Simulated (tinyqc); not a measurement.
# One-sided p+-n junction, ionisation integral and breakdown: what changes with what

A p+ layer at x < 0 and an n drift layer from x = 0. Depletion approximation, built-in voltage neglected. Local ionisation coefficients alpha_n = an exp(-(bn/E)^mx), alpha_p = ap exp(-(bp/E)^mx). Electrons move towards +x, holes towards x = 0.

Parameters, values chosen for the exercise; material values close to those of silicon: relative permittivity eps_r = 11.8; prefactor of the electron ionisation coefficient an = 7.45e5 1/cm; field constant for electrons bn = 1.27e6 V/cm; prefactor of the hole ionisation coefficient ap = 1.55e6 1/cm; field constant for holes bp = 2.01e6 V/cm; exponent mx = 1; electron mobility of the drift layer mu = 1370 cm^2/(V s); donor density of the drift layer N = 3.8e15 cm^-3.

Constants: q = 1.602176634e-19 C, eps0 = 8.8541878128e-14 F/cm where lengths are in cm. Results are converted to the units shown.

Each table varies one quantity; the others keep the values above.

## Multiplication against voltage

W = sqrt(2 eps0 eps_r V/(q N)), peak field E0 = q N W/(eps0 eps_r), falling linearly to 0 at W. G(x) = integral from 0 to x of (alpha_n - alpha_p); I_n = integral of alpha_n exp(-G) (electrons injected at x = 0), I_p = integral of alpha_p exp(G(end) - G) (holes injected at the far edge); M = 1/(1 - I). Integrals on a fine grid; BV is where I_n = 1. Here BV = 100.792 V; the Miller exponent is n = ln(1 - 1/M)/ln(V/BV).

Results:

| V (V) | E0 (kV/cm) | I_n | I_p | M_n | M_p | Miller n, electrons | Miller n, holes |
|---|---|---|---|---|---|---|---|
| 40.3 | 217 | 0.0984 | 0.00516 | 1.11 | 1.01 | 2.53 | 5.75 |
| 50.4 | 242 | 0.211 | 0.0182 | 1.27 | 1.02 | 2.25 | 5.78 |
| 60.5 | 266 | 0.360 | 0.0495 | 1.56 | 1.05 | 2.00 | 5.89 |
| 80.6 | 306 | 0.700 | 0.247 | 3.33 | 1.33 | 1.60 | 6.25 |
| 86.7 | 318 | 0.799 | 0.382 | 4.96 | 1.62 | 1.49 | 6.38 |
| 92.7 | 329 | 0.889 | 0.579 | 9.03 | 2.38 | 1.40 | 6.53 |
| 96.8 | 336 | 0.947 | 0.765 | 18.9 | 4.25 | 1.35 | 6.63 |
| 99.3 | 340 | 0.981 | 0.905 | 51.6 | 10.5 | 1.31 | 6.70 |

Estimate the missing row, V = 70.6 V.

Computed row:

| V (V) | E0 (kV/cm) | I_n | I_p | M_n | M_p | Miller n, electrons | Miller n, holes |
|---|---|---|---|---|---|---|---|
| 70.6 | 287 | 0.530 | 0.116 | 2.13 | 1.13 | 1.78 | 6.05 |

With this row back in the table: M_n rises from 1.109 to 51.6 and M_p from 1.005 to 10.5; both diverge at BV. The Miller exponent for electrons falls from 2.53 to 1.31 and that for holes rises from 5.75 to 6.70, so one exponent describes neither over the whole range. The larger multiplication belongs to electrons, whose coefficient at the peak field of the last row is 4.23 times the other.

## Effect of the drift doping

Same model as above.

Specific on-resistance Ron = W/(q mu N) with constant mobility and full ionisation.

Effect of the drift doping:

| N (cm^-3) | BV (V) | E0 at BV (kV/cm) | W at BV (um) | Ron (mohm cm^2) | BV^2/Ron (MW/cm^2) | eps0 eps_r mu E0^3/4 (MW/cm^2) |
|---|---|---|---|---|---|---|
| 3.2e14 | 594 | 241 | 49.2 | 70.0 | 5.03 | 5.03 |
| 6.1e14 | 368 | 262 | 28.0 | 20.9 | 6.46 | 6.46 |
| 1.2e15 | 225 | 288 | 15.6 | 5.94 | 8.54 | 8.54 |
| 2.2e15 | 147 | 315 | 9.33 | 1.93 | 11.2 | 11.2 |
| 4.3e15 | 92.7 | 350 | 5.30 | 0.562 | 15.3 | 15.3 |
| 8.3e15 | 60.0 | 391 | 3.07 | 0.169 | 21.4 | 21.4 |
| 1.6e16 | 39.6 | 441 | 1.80 | 0.0511 | 30.6 | 30.6 |
| 3e16 | 27.1 | 499 | 1.09 | 0.0165 | 44.5 | 44.5 |

Read the table: what changes, and by how much?

BV falls from 594 to 27.1 V while the critical field rises from 241 to 499 kV/cm. BV goes as N^(-0.74) between the first two rows and N^(-0.60) between the last two (a coefficient proportional to E^7 gives -0.75 without punch-through). Ron goes as BV^(2.71) over the table; the last two columns agree since BV = E0 W/2 and N = eps0 eps_r E0/(q W). For N = 3e16 the layer is under 0.5 um wide or BV under 28 V, so dead space, tunnelling and the built-in voltage, all left out, matter.

Numbers from tinyqc (`OMP_NUM_THREADS=1 python tinyqc.py 2120031 2120032 out.jsonl`; about 0.04 s on one thread of a shared Intel Xeon 2.30GHz).
